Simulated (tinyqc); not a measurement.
# Worked calculation: junction field-effect transistor with two gates, gradual channel with velocity saturation

Program tinyqc, `OMP_NUM_THREADS=1 python tinyqc.py 2500037 2500038 out.jsonl`; Intel Xeon 2.30GHz, shared host, one thread, about 0.06 s. Printed values are rounded.

A uniformly doped n-type channel, depleted from both sides by p+ gates; at channel potential V the depleted share of a is u = sqrt((Vbi - Vg + V)/Vp), s at the source. Electrons drift with v = mu E/(1 + mu E/vsat). Abrupt depletion edge, no series resistance, source at 0.

Inputs (values chosen for the exercise); material values close to those of gallium arsenide:

| symbol | value | unit | meaning |
|---|---|---|---|
| T | 350 | K | temperature |
| eps_r | 12.9 |  | relative permittivity of the semiconductor |
| Nc | 5.47e17 | cm^-3 | conduction-band density of states at T |
| Eg | 1.4 | eV | band gap |
| Nv | 1.12e19 | cm^-3 | valence-band density of states at T |
| Nd | 2.6e17 | cm^-3 | donor density of the channel |
| a | 110 | nm | half the channel thickness |
| mu | 3300 | cm^2/(V s) | low-field mobility at this doping |
| vsat | 9.7e6 | cm/s | saturation velocity |
| L | 0.5 | um | gate length |
| W | 200 | um | gate width |
| Na | 4.3e18 | cm^-3 | acceptor density of the gates |
| Vg | 0 | V | gate voltage |
| Vd | 0.2 | V | drain voltage |

Constants: q = 1.602176634e-19 C, kB = 1.380649e-23 J/K, Vt = kB T/q, eps0 = 8.8541878128e-14 F/cm where lengths are in cm. Results are converted to the units shown.

Range of the model: The donor density is not small against Nc, so the Boltzmann form of the built-in voltage is rough.

## Built-in and pinch-off voltages

ni = sqrt(Nc Nv) exp(-Eg/(2 Vt)), Eg in volts; Vbi = Vt ln(Na Nd/ni^2); Vp = q Nd a^2/(2 eps0 eps_r); G0 = 2 q mu Nd a W/L; Z = mu Vp/(vsat L); s = sqrt((Vbi - Vg)/Vp). VT = Vbi - Vp.

Vbi = 1.34869 V
Vp = 2.20648 V
VT = -0.857789 V
G0 = 1209.71 mS
Z = 15.0132
s = 0.781819

Z = 15.0: velocity saturation dominates.

## Current below saturation

u = sqrt((Vbi - Vg + Vd)/Vp). I = (G0 Vp/3) F/(1 + Z (u^2 - s^2)), F = 3 (u^2 - s^2) - 2 (u^3 - s^3), with u at V = Vd; Z = 0 gives constant mobility, for which u stops at 1.

u = 0.837785
F = 0.0516321
I for Z = 0 = 45.9387 mA
I = 19.4588 mA

The falling mobility lowers the current by 57.6 %.

## Iteration 1: the saturation point by Newton steps

u at the start = 0.89

a is the channel (half-)thickness, Vp its pinch-off voltage and Z = mu Vp/(vsat L); an iterate with u > 1 is an overshoot, not a physical state. f = (1 - u)(1 + Z (u^2 - s^2)) - Z F/3, F = 3 (u^2 - s^2) - 2 (u^3 - s^3); f' = -(1 + Z (u^2 - s^2)); u(new) = u - f/f'.

f = -0.0337012
f' = -3.71526
u after iteration 1 = 0.880929

## Iteration 2: the saturation point by Newton steps

As before.

f = -0.00109571
f' = -3.47409
u after iteration 2 = 0.880614

## Course of the iteration: the saturation point by Newton steps

Stop when u changes by less than 1e-10, or after 60 iterations.

Course of the iteration:
```
iteration,u,|change|
1,0.880929,9.07e-3
2,0.880614,3.15e-4
3,0.880613,3.80e-7
4,0.880613,5.49e-13
```

Converged in 4 iterations. At the end the number of correct digits about doubles with each step.

## Saturation voltage, current and transconductance

um = 0.880613

Vdsat = Vp (um^2 - s^2); Isat = (G0 Vp/Z)(1 - um), which is 2 q Nd vsat a W (1 - um); gm = G0 (um - s)/(1 + Z (um^2 - s^2)). For Z = 0: Vdsat = Vp (1 - s^2), Isat = (G0 Vp/3)(1 - 3 s^2 + 2 s^3), gm = G0 (1 - s).

Vdsat = 0.362388 V
Isat = 21.2258 mA
gm = 34.4837 mS
Vdsat for Z = 0 = 0.857789 V
Isat for Z = 0 = 108.580 mA
gm for Z = 0 = 263.935 mS

The current saturates with 11.9 % of the channel still open at the drain, at 0.195 of the constant-mobility current.
